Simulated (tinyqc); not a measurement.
Inside a calculation. Model: IGBT as a p-i-n diode in series with a MOS channel, on-state and switching loss.

Program tinyqc, `OMP_NUM_THREADS=1 python tinyqc.py 2590032 2590033 out.jsonl`; Intel Xeon 2.30GHz, shared host, one thread, about 0.01 s. Printed values are rounded.

High injection (n = p) in a drift layer from x = -W/2 (anode) to +W/2 (cathode side), recombination only in the layer with lifetime tau, ideal emitters. The channel feeds the cathode side and carries the whole current. Auger recombination, carrier-carrier scattering, emitter losses and the carrier dip under the p body are left out.

Inputs (values chosen for the exercise); material values close to those of silicon: temperature T = 400 K; band gap Eg = 1.13 eV; conduction-band density of states at T Nc = 4.31e19 cm^-3; valence-band density of states at T Nv = 4.02e19 cm^-3; electron mobility mn = 743 cm^2/(V s); hole mobility mp = 255 cm^2/(V s); width of the drift layer W = 130 um; doping of the drift layer Nd = 5.9e13 cm^-3; high-injection lifetime tau = 0.49 us; current density J = 150 A/cm^2; channel and accumulation resistance Rch = 2.9 mohm cm^2; link voltage Vdc = 800 V; turn-off energy per stored charge and link voltage ks = 0.07; switching frequency f = 1 kHz.

Constants: q = 1.602176634e-19 C, kB = 1.380649e-23 J/K, Vt = kB T/q. Results are converted to the units shown.

## Ambipolar length

b = mn/mp, B = (b - 1)/(b + 1), La = sqrt(2 Vt mn mp tau/(mn + mp)), y = W/(2 La).

b = 2.91373
B = 0.488978
La = 25.3238 um
y = 2.56676

## Carrier profile

```
point,2 x/W
0,-1
1,-0.75
2,-0.5
3,-0.25
4,0
5,0.25
6,0.5
7,0.75
8,1
```

n(x) = (tau J/(2 q La))[cosh(x/La)/sinh y - B sinh(x/La)/cosh y]. x/La = (2 x/W) y.

```
point,n (cm^-3)
0,1.35422e17
1,7.16679e16
2,3.84504e16
3,2.16161e16
4,1.39923e16
5,1.23304e16
6,1.59223e16
7,2.62986e16
8,4.78805e16
```

The density is 2.83 times higher at the anode than at the cathode side, since holes are the slower carriers; its smallest listed value is 209 times Nd.

## On-state voltage

n(x) = (tau J/(2 q La))[cosh(x/La)/sinh y - B sinh(x/La)/cosh y]. Vm = Vt [(8 b/(b + 1)^2)(sinh y/s) arctan(s sinh y) + B ln((1 + B tanh^2 y)/(1 - B tanh^2 y))], s = sqrt(1 - B^2 tanh^2 y); Vj = Vt ln(n(-W/2) n(W/2)/ni^2), ni = sqrt(Nc Nv) exp(-Eg/(2 Vt)), Eg in volts; Vc = J Rch; Von = Vm + Vj + Vc.

Vm = 0.559029 V
Vj = 0.699278 V
Vc = 0.435 V
Von = 1.69331 V

Vm does not depend on J, since the carrier density grows with it. Junctions, layer and channel take 41, 33 and 26 % of Von.

## Stored charge, losses and the unipolar alternative

Stored charge tau J, turn-off energy Eoff = ks tau J Vdc, loss at half duty 0.5 J Von + f Eoff. A unipolar device on the same layer has Vu = J (W/(q mn Nd) + Rch).

stored charge = 73.5 uC/cm^2
Eoff = 4.116 mJ/cm^2
conduction loss = 126.998 W/cm^2
switching loss = 4.116 W/cm^2
Vu = 278.076 V

Both losses would be equal at f = 30.9 kHz.
